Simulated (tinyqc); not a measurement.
A log to judge: two-valley model of the transferred-electron effect. Computed by tinyqc. Command: `OMP_NUM_THREADS=1 python tinyqc.py 3019209 3019210 out.jsonl gunn walk`. One thread of a shared host (Intel(R) Xeon(R) Processor @ 2.30GHz), about 0.01 s of CPU time with the checks.

Both kinds of valley share one electron temperature T_e, and each has a constant mobility.

Inputs (values chosen for the exercise, modelled on CdTe):
```
quantity,value,unit
central-valley mass m1,0.094,m_0
satellite-valley mass m2,0.31,m_0
satellite valleys Z,4,-
valley separation dE,0.48,eV
central-valley mobility mu1,1100,cm^2/(V s)
satellite-valley mobility mu2,92,cm^2/(V s)
energy relaxation time tau_E,0.72,ps
lattice temperature T,300,K
electric field F,37,kV/cm
mixing,0.8,-
iteration cap,30,-
```

Solver: damped fixed point.

Constants: k_B = 8.617333262e-05 eV/K.

Method. Density-of-states ratio R = Z (m2/m1)^(3/2); n2/n1 = R exp(-dE/(k_B T_e)); mean mobility mu = (mu1 + mu2 n2/n1)/(1 + n2/n1); energy balance e mu F^2 = (3/2) k_B (T_e - T)/tau_E; v = mu F. Fixed point from T_e = T: T_out = T + (2/3) e mu(T_e) F^2 tau_E/k_B, T_new = T_e + mixing (T_out - T_e); stop when |T_out - T_e| is below 1e-6 K.

Course of the iteration:
```
iteration,T_e (K),mu (cm^2/(V s)),|T_out - T_e| (K)
1,300.00,1100.00,8.38812e+03
2,7010.49,177.26,5.35880e+03
3,2723.45,337.94,1.53508e+02
4,2846.26,321.90,9.15751e+01
5,2773.00,331.21,5.26347e+01
6,2815.11,325.77,3.09429e+01
7,2790.35,328.93,1.79588e+01
...,...,...,...
24,2799.41,327.77,1.87862e-03
25,2799.41,327.77,1.09560e-03
26,2799.41,327.77,6.38946e-04
27,2799.41,327.77,3.72629e-04
28,2799.41,327.77,2.17315e-04
29,2799.41,327.77,1.26737e-04
30,2799.41,327.77,7.39119e-05
```

Can the last value be used, and what does the course show?

No. Not converged within 30 iterations: the residual falls at every step, but slowly, by a factor of about 0.583 a step. T_e jumps up and down: T_out falls steeply as T_e rises, since hot electrons move to the slow valleys, and this mixing overshoots. Reruns converge with mixing = 0.1, iteration cap = 600; or with mixing = 0.03, iteration cap = 600; or with solver = bisection, iteration cap = 600.
